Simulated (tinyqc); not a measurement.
Inside a calculation. Method: Luttinger-Kohn k.p, four valence bands. Computed by tinyqc, a small Python program that keeps every step. Settings: g1 = 5.65, g2 = 1.6, g3 = 2.66. Command: `OMP_NUM_THREADS=1 python tinyqc.py 26492 26493 out.jsonl` (the two numbers bound the seeds that draw the settings). One thread of a shared host (Intel(R) Xeon(R) Processor @ 2.60GHz), about 0.01 s of CPU time with the checks.

## Bloch Hamiltonian at k

Luttinger parameters chosen for this model; energies are counted downward from the top of the valence band:
```
parameter     value  unit
g1         5.650000
g2         1.600000
g3         2.660000
```

k point k (1/angstrom): 0.04900  -0.00100  -0.04900

P = c g1 k^2, Q = c g2 (kx^2 + ky^2 - 2 kz^2), R = c sqrt3 [-g2 (kx^2 - ky^2) + 2i g3 kx ky], S = 2 c sqrt3 g3 (kx - i ky) kz, c = hbar^2/2m = 3.809982 eV angstrom^2; rows [P+Q, -S, R, 0], [-S*, P-Q, 0, R], [R*, 0, P-Q, S], [0, R*, S*, P+Q]. The path ends lie at |k| = 0.06 1/angstrom.

H(k) at k (eV), lower triangle (Hermitian):
```
                    3/2                1/2               -1/2     -3/2
3/2             0.08876
1/2    0.08429-0.00172i            0.11802
-1/2  -0.02534+0.00172i            0.00000            0.11802
-3/2            0.00000  -0.02534+0.00172i  -0.08429+0.00172i  0.08876
```

## Levels at k

Diagonalise the Hermitian matrix.

eigenvalues (eV): 0.01413  0.01413  0.19265  0.19265

## Bands along a path

The same steps at evenly spaced points between the labelled ones.

Bands along the path (eV):
```
k              band 1   band 2   band 3   band 4
[111]         0.00453  0.00453  0.15046  0.15046
[111]-G 0.25  0.00255  0.00255  0.08464  0.08464
[111]-G 0.50  0.00113  0.00113  0.03762  0.03762
[111]-G 0.75  0.00028  0.00028  0.00940  0.00940
G             0.00000  0.00000  0.00000  0.00000
G-[100] 0.25  0.00210  0.00210  0.00759  0.00759
G-[100] 0.50  0.00840  0.00840  0.03035  0.03035
G-[100] 0.75  0.01890  0.01890  0.06828  0.06828
[100]         0.03360  0.03360  0.12139  0.12139
```

## Hole masses

E = c [g1 k^2 -/+ 2 sqrt(g2^2 k^4 + 3 (g3^2 - g2^2)(kx^2 ky^2 + ky^2 kz^2 + kz^2 kx^2))] with c = hbar^2/2m, and m* = hbar^2 k^2 / (2 E).

Masses (electron masses):
```
direction    heavy    light
[100]      0.40816  0.11299
[110]      1.29395  0.09499
[111]      3.03030  0.09116
```
